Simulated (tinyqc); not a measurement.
Changing the points N: equation-of-state fits to an energy-volume table made by a known binding curve. Computed by tinyqc, a small Python program. Command: `OMP_NUM_THREADS=1 python tinyqc.py 3028653 3028654 out.jsonl eosfit sweep`. One thread of a shared host (Intel(R) Xeon(R) Processor @ 2.30GHz), about 0.04 s of CPU time with the checks.

With x = (V/V_0)^(1/3), the energy per atom is E = D [exp(-2 eta (x - 1)) - 2 exp(-eta (x - 1))], so that B0 = 2 D eta^2/(9 V_0) and B' = 1 + eta. B' = dB/dP at P = 0.

Inputs (values chosen for the exercise, for a model crystal):
```
quantity                                   value             unit
cohesive energy D                           6.56          eV/atom
true volume V_0                             11.7  angstrom^3/atom
stiffness eta                               2.94                -
half-width of the volume window w           0.12                -
shift of the window centre s             -0.0032                -
compression V/V_0 for the pressure test      0.7                -
noise amplitude                            0.025              meV
```

Binding curve: Morse. Noise: added.

numbers xi_j, drawn evenly from -1 to 1: 0.2751  -0.1448  -0.6199  0.8799  -0.6614  0.4352  -0.2578  0.5066  0.6078  -0.2646  0.4158  -0.7765  -0.4503  0.3872  0.2452  -0.7196  -0.3819  -0.4732  -0.8157  -0.4462  -0.8338

Constants: 1 eV/angstrom^3 = 160.2176634 GPa.

Method:
- B0 and B' from the formulas above; P = -dE/dV at V = c V_0 (c the compression chosen), from the curve itself.
- Table: V_j = V_0 [1 + s + w (2 j/(N - 1) - 1)], j = 0..N-1, rounded to 0.001; E_j from the curve plus the noise amplitude times the listed numbers xi_j (xi_0 first), rounded to 1e-7 eV.
- Third-order Birch-Murnaghan is a cubic in u = V^(-2/3): fit it by linear least squares, find the minimum, and take B0 = V E''(V), B' = -1 - V E'''/E'' there.
- Errors are fitted minus exact, relative; the pressure at c V_0 uses P = (3 B0/2) (x^7 - x^5) [1 + (3/4)(B' - 4)(x^2 - 1)], x = (V0/V)^(1/3) with the fitted values.

One run for each value:
```
points N  error of B0 (%)  error of B' (%)  root-mean-square residual (meV)
5                -0.17615         -0.01570                         0.021498
6                -0.14968         -0.29968                         0.014209
7                -0.15853         -0.22661                         0.017560
9                -0.13528         -0.37098                         0.015703
11               -0.14340         -0.29587                         0.016795
15               -0.13969         -0.39359                         0.013999
21               -0.15035         -0.35197                         0.015593
```

What does the table show, and why?

Over the rows, error of B0 (%) lies between -0.176 and -0.135 without a single trend; error of B' (%) lies between -0.394 and -0.0157 without a single trend; root-mean-square residual (meV) lies between 0.0140 and 0.0215 without a single trend. More points on the same window average the noise only as about N^(-1/2), and one draw of noise need not show even that.

Extremes, crossings and ranges named in words are read from the listed rows.
